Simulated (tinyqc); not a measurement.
CIS on RHF in the 6-31g basis, for H2, spin multiplicity 1, step by step. One step of it, computed by the program tinyqc.

Problem. CIS triplet states. Diagonalise A (1 hartree = 27.211386 eV); each vector has its largest component positive (the first on a tie).

CIS matrix A, triplet (hartree), lower triangle:
```
,1>2,1>3,1>4
1>2,0.380728
1>3,0.000000,0.848368
1>4,0.143131,0.000000,1.298608
```

Give: triplet excitation energies; lowest vectors.

Solution.

triplet excitation energies (eV): 9.7669  23.0853  35.9302

lowest vectors:
```
,state 1,state 2,state 3
1>2,0.9886,0.0000,0.1506
1>3,0.0000,1.0000,0.0000
1>4,-0.1506,0.0000,0.9886
```
